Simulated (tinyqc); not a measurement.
# Read current of a NAND string, cells in series solved by shooting: what changes with what

Cells in series, numbered from 0 at the source line (0 V) to the bit line, each followed by a gap resistance Rg. A cell with gate Vg, threshold VT, source Vs and drain Vd passes I = 2 nf K Vt^2 [F(Vs) - F(Vd)]/(1 + th max(Vg - VT, 0)), F(V) = ln^2(1 + exp((Vg - VT - nf V)/(2 nf Vt))). The selected cell has Vg = Vr, the others Vg = Vp.

Parameters, values chosen for the exercise; values of the order met in vertical NAND strings: temperature T = 358 K; gain factor of a cell K = 28 uA/V^2; slope factor nf = 2; mobility reduction factor th = 0.19 1/V; resistance of the gap between cells Rg = 4.3 kohm; bit-line voltage Vbl = 0.3 V; pass voltage Vp = 5.8 V; threshold of an erased cell Ve = -2.1 V; threshold of the highest state Vh = 4.1 V; threshold of the selected cell Vx = 2.1 V; sensing current Is = 50 nA; read voltage on the selected word line Vr = 2.98 V.

Constants: q = 1.602176634e-19 C, kB = 1.380649e-23 J/K, Vt = kB T/q. Results are converted to the units shown.

Each table varies one quantity; the others keep the values above.

## Read current against the number of cells

For a trial current I start at 0 V and, cell by cell, solve for the drain: sqrt(F(Vd)) = sqrt(F(Vs) - I/k), k = 2 nf K Vt^2/(1 + th max(Vg - VT, 0)), Vd = [Vg - VT - 2 nf Vt ln(exp(sqrt F) - 1)]/nf, then add I Rg. The string current is the I for which the last node reaches Vbl. The apparent threshold is the Vr at which I = Is. Background: all other cells erased (VT = Ve) or all in the highest state (VT = Vh); ratio and shift are high over erased and high minus erased. The selected cell is in the middle, cell n/2.

Read current against the number of cells:
columns A: n; B: I, others erased (uA); C: I, others high (uA); D: ratio; E: apparent VT, erased (V); F: apparent VT, high (V); G: background shift (mV)
```
A         B        C       D      E      F      G
8     1.572   0.8748  0.5565  2.104  2.111  6.747
16   0.9426   0.4639  0.4922  2.111  2.124  13.58
32   0.5222   0.2389  0.4575  2.123  2.151  27.53
64   0.2758   0.1212  0.4395  2.149  2.206  56.88
96   0.1873  0.08120  0.4335  2.174  2.265  90.43
128  0.1418  0.06105  0.4304  2.200  2.344  144.2
```

With erased neighbours the current falls from 1.57 to 0.142 uA, as n^(-0.74) between the first two rows and n^(-0.97) between the last two (-1 once the series resistance rules). The ratio falls from 0.556 to 0.430 and the background shift rises from 6.75 to 144 mV.

## Effect of the pass voltage

Same model as above.

The string has 64 cells and the selected one is cell 32.

Effect of the pass voltage:
columns A: Vp (V); B: I, others erased (uA); C: I, others high (uA); D: ratio; E: apparent VT, erased (V); F: apparent VT, high (V); G: background shift (mV)
```
A         B        C       D      E      F      G
5.2  0.2691  0.07969  0.2961  2.150  2.253  103.4
5.7  0.2747   0.1151  0.4190  2.149  2.211  61.57
6.2  0.2798   0.1431  0.5115  2.148  2.191  43.16
6.7  0.2844   0.1659  0.5832  2.147  2.180  32.55
7.2  0.2887   0.1847  0.6399  2.147  2.172  25.68
7.7  0.2926   0.2006  0.6857  2.146  2.167  20.90
8.2  0.2962   0.2142  0.7232  2.145  2.163  17.41
```

Read the table: what changes, and by how much?

As Vp goes from 5.2 to 8.2 V, the current with erased neighbours rises from 0.269 to 0.296 uA, that with high neighbours rises from 0.0797 to 0.214 uA and the ratio rises from 0.296 to 0.723. The background shift falls from 103 to 17.4 mV. A higher pass voltage also disturbs erased cells more, which this model leaves out.

tinyqc, about 0.4 s, one thread, Intel Xeon 2.30GHz (shared host): `OMP_NUM_THREADS=1 python tinyqc.py 2142062 2142063 out.jsonl`
